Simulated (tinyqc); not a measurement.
Worked calculation: Hueckel theory of the pi electrons with the omega technique, for the molecule O=c1cccc(F)cc1 (SMILES; centres numbered as the heavy atoms are written). Computed by tinyqc, a small Python program that keeps every step. Settings: charge = 0, omega = 1.4, damping = 0.3. Command: `OMP_NUM_THREADS=1 python tinyqc.py 20513 20514 out.jsonl` (the two numbers bound the seeds that draw the settings). One thread of a shared host (Intel(R) Xeon(R) Processor @ 2.60GHz), about 0.01 s of CPU time with the checks.

## The Hueckel matrix

Centres:
```
centre  z_r, pi electrons of the neutral centre       h
1O                                            1  0.9900
2C                                            1  0.0000
3C                                            1  0.0000
4C                                            1  0.0000
5C                                            1  0.0000
6C                                            1  0.0000
7F                                            2  3.3800
8C                                            1  0.0000
9C                                            1  0.0000
```

Bonds:
```
i  j       k
1  2       1
2  3       1
3  4       1
4  5       1
5  6       1
6  7  0.6800
6  8       1
8  9       1
9  2       1
```

H_rr = alpha + h_r beta, H_rs = k_rs beta for bonded centres.

Hueckel matrix in units of beta (H = alpha + beta A), lower triangle:
```
        1O      2C      3C      4C      5C      6C      7F      8C
1O  0.9900
2C  1.0000  0.0000
3C  0.0000  1.0000  0.0000
4C  0.0000  0.0000  1.0000  0.0000
5C  0.0000  0.0000  0.0000  1.0000  0.0000
6C  0.0000  0.0000  0.0000  0.0000  1.0000  0.0000
7F  0.0000  0.0000  0.0000  0.0000  0.0000  0.6800  3.3800
8C  0.0000  0.0000  0.0000  0.0000  0.0000  1.0000  0.0000  0.0000
9C  0.0000  1.0000  0.0000  0.0000  0.0000  0.0000  0.0000  1.0000

        9C
9C  0.0000
```

## Orbitals, round 1

pi electrons, sum of z_r less the charge = 10

Diagonalise; E = alpha + x beta with beta < 0, so the largest x are filled first; degenerate levels share their electrons. P = sum n_i c_ri c_si; each orbital has its largest coefficient positive (the first on a tie).

x values: 3.5385  2.1814  1.5603  1.2348  0.6909  -0.4647  -0.6308  -1.8266  -1.9138

occupations: 2.0000  2.0000  2.0000  2.0000  2.0000  0.0000  0.0000  0.0000  0.0000

coefficients:
```
       MO1      MO2      MO3      MO4      MO5      MO6      MO7      MO8
1O  0.0040   0.4619  -0.4872  -0.0466   0.6442  -0.0323   0.3004  -0.0129
2C  0.0101   0.5503  -0.2779  -0.0114  -0.1927   0.0469  -0.4869   0.0363
3C  0.0092   0.3728   0.0530  -0.4038  -0.4065  -0.5138  -0.0443  -0.2517
4C  0.0224   0.2628   0.3605  -0.4872  -0.0882   0.1919   0.5149   0.4235
5C  0.0701   0.2005   0.5095  -0.1978   0.3456   0.4247  -0.2805  -0.5218
6C  0.2258   0.1746   0.4346   0.2430   0.3270  -0.3892  -0.3379   0.5296
7F  0.9685  -0.0991  -0.1624  -0.0770  -0.0827   0.0688   0.0573  -0.0692
8C  0.0702   0.2478   0.2789   0.5502  -0.0635  -0.2906   0.4547  -0.3985
9C  0.0227   0.3659   0.0007   0.4364  -0.3708   0.5243   0.0511   0.1983

        MO9
1O  -0.2014
2C   0.5847
3C  -0.4477
4C   0.2721
5C  -0.0731
6C  -0.1323
7F   0.0170
8C   0.3147
9C  -0.4700
```

charge and bond-order matrix P, lower triangle:
```
         1O       2C       3C       4C       5C      6C       7F      8C
1O   1.7360
2C   0.5320   0.8349
3C  -0.1933   0.5469   0.9404
4C  -0.1765   0.1345   0.6997   0.8893
5C   0.1531  -0.1897   0.0834   0.6077   0.9266
6C   0.1383  -0.1763  -0.2818   0.1208   0.6744  0.8725
7F  -0.0249   0.0345   0.0562  -0.0361  -0.0960  0.1701   1.9738
8C  -0.1755   0.1310  -0.1772  -0.1905   0.1320  0.5866  -0.0779  0.9018
9C  -0.1810   0.5357   0.2223  -0.1660  -0.2783  0.1082  -0.0346  0.7122

        9C
9C  0.9246
```

## Omega technique, round 1

h_r = h_r(0) + omega q_r, omega = 1.4, with q_r = z_r - P_rr; 0.3 of the old diagonal is kept.

matrix after round 1, lower triangle:
```
        1O      2C      3C      4C      5C      6C      7F      8C
1O  0.2687
2C  1.0000  0.1618
3C  0.0000  1.0000  0.0584
4C  0.0000  0.0000  1.0000  0.1085
5C  0.0000  0.0000  0.0000  1.0000  0.0719
6C  0.0000  0.0000  0.0000  0.0000  1.0000  0.1249
7F  0.0000  0.0000  0.0000  0.0000  0.0000  0.6800  3.4057
8C  0.0000  0.0000  0.0000  0.0000  0.0000  1.0000  0.0000  0.0962
9C  0.0000  1.0000  0.0000  0.0000  0.0000  0.0000  0.0000  1.0000

        9C
9C  0.0739
```

## Orbitals, round 2

As before.

x values: 3.5701  2.1809  1.5172  1.3225  0.3809  -0.3847  -0.6346  -1.7304  -1.8519

occupations: 2.0000  2.0000  2.0000  2.0000  2.0000  0.0000  0.0000  0.0000  0.0000

coefficients:
```
       MO1      MO2      MO3      MO4      MO5      MO6      MO7      MO8
1O  0.0034   0.2773  -0.3495  -0.0430   0.7106  -0.0154   0.4668  -0.0052
2C  0.0111   0.5303  -0.4364  -0.0453   0.0797   0.0100  -0.4217   0.0104
3C  0.0100   0.3998  -0.0773  -0.4185  -0.3539  -0.5186  -0.0807  -0.2363
4C  0.0242   0.3183   0.3236  -0.4837  -0.1938   0.2198   0.4776   0.4123
5C  0.0737   0.2598   0.5332  -0.1688   0.3011   0.4102  -0.2742  -0.5218
6C  0.2336   0.2296   0.4471   0.2727   0.2869  -0.4071  -0.2839   0.5282
7F  0.9660  -0.1275  -0.1610  -0.0890  -0.0645   0.0730   0.0478  -0.0699
8C  0.0743   0.2989   0.1987   0.5559  -0.1838  -0.2524   0.4573  -0.4106
9C  0.0244   0.3936  -0.1646   0.4089  -0.3392   0.5285  -0.0503   0.2218

        MO9
1O  -0.2757
2C   0.5846
3C  -0.4498
4C   0.2747
5C  -0.0887
6C  -0.1041
7F   0.0135
8C   0.2853
9C  -0.4518
```

charge and bond-order matrix P, lower triangle:
```
         1O       2C       3C       4C       5C      6C       7F      8C
1O   1.4117
2C   0.7164   0.9604
3C  -0.1911   0.4733   0.9327
4C  -0.2834   0.0686   0.7470   0.9563
5C   0.2143  -0.1249   0.0549   0.5606   0.9527
6C   0.2006  -0.1205  -0.3121   0.0718   0.7112  0.9276
7F  -0.0357   0.0245   0.0625  -0.0275  -0.1043  0.1633   1.9746
8C  -0.2816   0.0656  -0.1253  -0.1440   0.0799  0.5474  -0.0720  0.9543
9C  -0.1836   0.4706   0.2385  -0.1190  -0.3098  0.0733  -0.0292  0.7528

        9C
9C  0.9297
```

## Omega technique, round 2

As before.

matrix after round 2, lower triangle:
```
        1O      2C      3C      4C      5C      6C      7F      8C
1O  0.3702
2C  1.0000  0.0874
3C  0.0000  1.0000  0.0835
4C  0.0000  0.0000  1.0000  0.0753
5C  0.0000  0.0000  0.0000  1.0000  0.0679
6C  0.0000  0.0000  0.0000  0.0000  1.0000  0.1084
7F  0.0000  0.0000  0.0000  0.0000  0.0000  0.6800  3.4126
8C  0.0000  0.0000  0.0000  0.0000  0.0000  1.0000  0.0000  0.0737
9C  0.0000  1.0000  0.0000  0.0000  0.0000  0.0000  0.0000  1.0000

        9C
9C  0.0910
```

## Convergence

Each round sets h_r = h_r(0) + omega (z_r - P_rr), keeping the share named as damping of the old diagonal; repeat until output and input diagonals agree to 1e-6.

Rounds:
```
round  sum n x  largest |h(out) - h(in)|
1      18.4119                  1.03e+00
2      17.9432                  1.45e-01
3      18.0026                  6.37e-02
4      17.9804                  2.44e-02
5      17.9901                  1.04e-02
6      17.9863                  4.39e-03
7      17.9880                  1.91e-03
8      17.9873                  8.25e-04
9      17.9876                  4.01e-04
10     17.9875                  2.15e-04
11     17.9876                  1.19e-04
12     17.9875                  6.73e-05
13     17.9876                  3.91e-05
14     17.9876                  2.31e-05
15     17.9876                  1.39e-05
16     17.9876                  8.44e-06
17     17.9876                  5.18e-06
18     17.9876                  3.20e-06
19     17.9876                  1.99e-06
20     17.9876                  1.24e-06
21     17.9876                  7.73e-07
```

Converged in 21 rounds.

## Energy, charges, bond orders

final x values: 3.5788  2.1704  1.5102  1.3177  0.4168  -0.3816  -0.6394  -1.7382  -1.8646

occupations: 2.0000  2.0000  2.0000  2.0000  2.0000  0.0000  0.0000  0.0000  0.0000

final P, lower triangle:
```
         1O       2C       3C       4C       5C      6C       7F      8C
1O   1.4660
2C   0.6989   0.9265
3C  -0.1931   0.4811   0.9476
4C  -0.2688   0.0795   0.7425   0.9370
5C   0.2056  -0.1331   0.0580   0.5658   0.9503
6C   0.1908  -0.1277  -0.3096   0.0818   0.7078  0.9186
7F  -0.0338   0.0257   0.0619  -0.0292  -0.1035  0.1642   1.9745
8C  -0.2677   0.0763  -0.1335  -0.1499   0.0891  0.5515  -0.0722  0.9401
9C  -0.1824   0.4773   0.2374  -0.1268  -0.3074  0.0780  -0.0299  0.7492

        9C
9C  0.9393
```

E = sum n x; q_r = z_r - P_rr; bond order p = P_rs; free valence = sqrt(3) - sum of p over the bonds of the atom.

pi energy = 10 alpha + this times beta = 17.9876

pi charges: 1O -0.4660, 2C 0.0735, 3C 0.0524, 4C 0.0630, 5C 0.0497, 6C 0.0814, 7F 0.0255, 8C 0.0599, 9C 0.0607

Bond orders and lengths from R = 1.517 - 0.180 p (angstrom, C-C alone):
```
bond       p       R
1-2   0.6989       -
2-3   0.4811  1.4304
3-4   0.7425  1.3834
4-5   0.5658  1.4152
5-6   0.7078  1.3896
6-7   0.1642       -
6-8   0.5515  1.4177
8-9   0.7492  1.3821
9-2   0.4773  1.4311
```

free valence of the carbons: 2C 0.0747, 3C 0.5085, 4C 0.4238, 5C 0.4585, 6C 0.3086, 8C 0.4313, 9C 0.5056

gap between the highest filled and the next level = 0.7983 |beta|
